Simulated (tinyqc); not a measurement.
Chemical vapour deposition: Grove model, boundary layer, depletion and step coverage. Inputs raised by 5 %, one at a time. Computed by tinyqc, a small Python program. Command: `OMP_NUM_THREADS=1 python tinyqc.py 3004195 3004196 out.jsonl cvd sens`. One thread of a shared host (Intel(R) Xeon(R) Processor @ 2.30GHz), about 0.03 s of CPU time with the checks.

A precursor diffuses to the surface and reacts there at first order; each molecule that reacts adds one formula unit of film.

Inputs (values chosen for the exercise, close to those used for epitaxial silicon from a chlorosilane):
```
quantity                                            value                unit
prefactor k0 of k_s                               7.2e+06                cm/s
activation energy E                                   1.9                  eV
temperature T                                        1080                   C
total pressure p                                      760                torr
mole fraction of the precursor Y                   0.0032                   -
gas diffusivity D0 at 273.15 K and 760 torr          0.13              cm^2/s
film density N                                      5e+22  formula units/cm^3
precursor mass M                                      101                   u
trench width w                                       0.35                  um
aspect ratio of the trench                            120                   -
gas velocity U                                         29                cm/s
kinematic viscosity nu0 at 273.15 K and 760 torr     0.36              cm^2/s
susceptor length L                                     20                  cm
channel height b                                      9.5                  cm
```

Reactor: horizontal, atmospheric.

Constants: k_B = 1.380649e-23 J/K; u = 1.6605390666e-27 kg; k_B = 8.617333262e-05 eV/K.

Method:
- k_s = k0 exp(-E/(k_B T)); C_g = Y p/(k_B T), 1 torr = 133.322 Pa; D = D0 (T/273.15)^1.75 (760/p).
- Temperatures in kelvin are T(C) + 273.15.
- Mean speed c = sqrt(8 k_B T/(pi M)); reactive sticking probability beta = 4 k_s/c.
- nu = nu0 (T/273.15)^1.75 (760/p); Re = U L/nu; mean boundary layer delta = (2/3) L/sqrt(Re), at most b/2; h_g = D/delta.
- Fluxes in series: C_s = C_g/(1 + k_s/h_g); growth rate G = k_s h_g/(k_s + h_g) C_g/N; 1 cm/s = 6e8 nm/min.
- Plug flow: U b dC/dx = -k_eff C with k_eff = k_s h_g/(k_s + h_g), so C falls as exp(-k_eff x/(U b)); the used share of the precursor is 1 - C(L)/C(0).
- In a long trench of width w and depth l = aspect ratio x w: Knudsen diffusivity D_K = (2w) c/3 (hydraulic diameter 2w), combined as 1/D_e = 1/D_K + 1/D; D_e d2C/dz2 = 2 k_s C/w with D_e dC/dz = -k_s C at the floor. With m = sqrt(2 k_s/(w D_e)): C(floor)/C(top) = 1/[cosh(m l) + (k_s/(D_e m)) sinh(m l)].

Runs; columns: (1) input moved; (2) from; (3) to; (4) growth rate G at the inlet (nm/min); (5) rate at the outlet over rate at the inlet; (6) modulus m l; (7) ratio k_s/h_g:
```
(1)                                                      (2)      (3)    (4)     (5)     (6)     (7)
base run                                                   -        -  91.09  0.9687  0.8799  0.3803
activation energy E (eV)                                 1.9    1.995  47.65  0.9835  0.5855  0.1684
mole fraction of the precursor Y                      0.0032  0.00336  95.64  0.9687  0.8799  0.3803
gas diffusivity D0 at 273.15 K and 760 torr (cm^2/s)    0.13   0.1365  92.30  0.9683  0.8722  0.3622
gas velocity U (cm/s)                                     29    30.45  91.70  0.9700  0.8799  0.3712
aspect ratio of the trench                               120      126  91.09  0.9687  0.9239  0.3803
trench width w (um)                                     0.35   0.3675  91.09  0.9687  0.8880  0.3803
susceptor length L (cm)                                   20       21  90.47  0.9674  0.8799  0.3897
```

Exponents ln(y'/y) / ln(x'/x):
```
input                                        growth rate G at the inlet  rate at the outlet over rate at the inlet  modulus m l  ratio k_s/h_g
activation energy E                                             -13.282                                      0.310       -8.349        -16.698
mole fraction of the precursor Y                                  1.000                                      0.000        0.000          0.000
gas diffusivity D0 at 273.15 K and 760 torr                       0.271                                     -0.009       -0.181         -1.000
gas velocity U                                                    0.137                                      0.027        0.000         -0.500
aspect ratio of the trench                                        0.000                                      0.000        1.000          0.000
trench width w                                                    0.000                                      0.000        0.187          0.000
susceptor length L                                               -0.139                                     -0.028        0.000          0.500
```

Which inputs matter most for each result?

Among the inputs moved here: growth rate G at the inlet answers most in size to activation energy E (exponent -13.282), next to mole fraction of the precursor Y (+1.000); its exponent is below 0.0005 for aspect ratio of the trench, trench width w. Its exponent +1.000 in mole fraction of the precursor Y: first-order kinetics. Rate at the outlet over rate at the inlet answers most in size to activation energy E (exponent +0.310), next to susceptor length L (-0.028); its exponent is below 0.0005 for mole fraction of the precursor Y, aspect ratio of the trench, trench width w. Modulus m l answers most in size to activation energy E (exponent -8.349), next to aspect ratio of the trench (+1.000); its exponent is below 0.0005 for mole fraction of the precursor Y, gas velocity U, susceptor length L. Its exponent +1.000 in aspect ratio of the trench: the modulus is proportional to depth. Ratio k_s/h_g answers most in size to activation energy E (exponent -16.698), next to gas diffusivity D0 at 273.15 K and 760 torr (-1.000); its exponent is below 0.0005 for mole fraction of the precursor Y, aspect ratio of the trench, trench width w.

Caution (all rows): the hydraulic-diameter form of D_K is rough for a slit.
